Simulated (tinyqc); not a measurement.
## Floating body of a partially depleted SOI transistor: body voltage and kink: output curve and kink

Source at 0 V. Channel current Ic = 2 nf K Vt^2 [F(0) - F(Vd)](1 + la Vd), F(V) = ln^2(1 + exp((Vg - VT - nf V)/(2 nf Vt))), VT = VT0 - gb Vb. Saturation voltage Vs = 2 Vt sqrt(F(0)) + 3 Vt, excess Ve = (Vd - Vs + sqrt((Vd - Vs)^2 + 0.0004 V^2))/2, multiplication M1 = Ai Ve exp(-Bl/Ve). Each junction passes D(v) = J1 (exp(v/Vt) - 1) + J2 (exp(v/(2 Vt)) - 1). Bipolar current Ib = bb J1 (exp(Vb/Vt) - 1). The body settles where M1 (Ic + Ib) = D(Vb) + D(Vb - Vd) + Vb/Rb; drain current Id = (1 + M1)(Ic + Ib) - D(Vb - Vd).

Rows with more than one solution for Vb (latch) are left out; dId/dVd by a forward difference over 1e-4 V, swing = 1e-4 V over the change of log10 Id; M1 under 1e-12 is printed as 0.

Values chosen for this exercise; values of the order met in partially depleted silicon-on-insulator transistors:
- T = 358 K (temperature)
- VT0 = 0.43 V (threshold at zero body voltage)
- gb = 0.18 (fall of the threshold per volt of body voltage)
- nf = 1.17 (slope factor)
- K = 150 uA/(V^2 um) (gain factor per width)
- la = 0.09 1/V (channel-length modulation factor)
- Ai = 1.13 1/V (impact-ionisation prefactor)
- Bl = 5 V (impact-ionisation voltage)
- J1 = 2.3e-10 uA/um (diffusion saturation current of each junction)
- J2 = 6e-7 uA/um (recombination saturation current of each junction)
- bb = 3 (gain of the lateral bipolar transistor on the diffusion current)
- Rb = 1e9 kohm um (resistance of a weak body tie to the source (1e9 stands for no tie, and the term is then dropped))
- Vg = 0.42 V (gate voltage)

Constants: q = 1.602176634e-19 C, kB = 1.380649e-23 J/K, Vt = kB T/q. Results are converted to the units shown.

Result of one run:
```
Vd (V),Vb (V),M1,"Id, floating (uA/um)","Id, grounded (uA/um)",ratio,"dId/dVd, floating (uS/um)","dId/dVd, grounded (uS/um)"
0.84,0.3579,4.761e-4,0.4668,0.1410,3.310,1.096,0.01291
```

What becomes of these results when the drain voltage Vd is changed from 0.84 to 0.68 V, all else the same?

Result of the changed run:
```
Vd (V),Vb (V),M1,"Id, floating (uA/um)","Id, grounded (uA/um)",ratio,"dId/dVd, floating (uS/um)","dId/dVd, grounded (uS/um)"
0.68,0.1995,5.060e-5,0.2799,0.1391,2.013,1.141,0.01197
```

The whole series:
```
Vd (V),Vb (V),M1,"Id, floating (uA/um)","Id, grounded (uA/um)",ratio,"dId/dVd, floating (uS/um)","dId/dVd, grounded (uS/um)"
0.68,0.1995,5.060e-5,0.2799,0.1391,2.013,1.141,0.01197
0.84,0.3579,4.761e-4,0.4668,0.1410,3.310,1.096,0.01291
1,0.4497,0.002218,0.6189,0.1433,4.320,0.8174,0.01528
1.16,0.5039,0.006785,0.7376,0.1460,5.051,0.6952,0.01933
1.32,0.5406,0.01580,0.8496,0.1495,5.682,0.7283,0.02489
1.48,0.5683,0.03062,0.9777,0.1540,6.347,0.8957,0.03163
1.64,0.5911,0.05222,1.145,0.1597,7.168,1.225,0.03919
1.8,0.6110,0.08114,1.384,0.1666,8.304,1.818,0.04727
```

Vb rises from 0.199 to 0.611 V and the ratio of the currents rises from 2.01 to 8.30. The output conductance with a floating body exceeds the grounded value by the largest factor among the rows, 95.3, at Vd = 0.68 V, where Vb = 0.199 V and M1 = 5.06e-5.

Range of the model: The multiplication law is an empirical form chosen for the exercise; self-heating and capacitive coupling to the body are left out, and the linear laws are rough once Vb passes about 0.7 V or M1 about 0.1.

Program tinyqc, `OMP_NUM_THREADS=1 python tinyqc.py 2182044 2182045 out.jsonl`; Intel Xeon 2.30GHz, shared host, one thread, about 0.2 s.
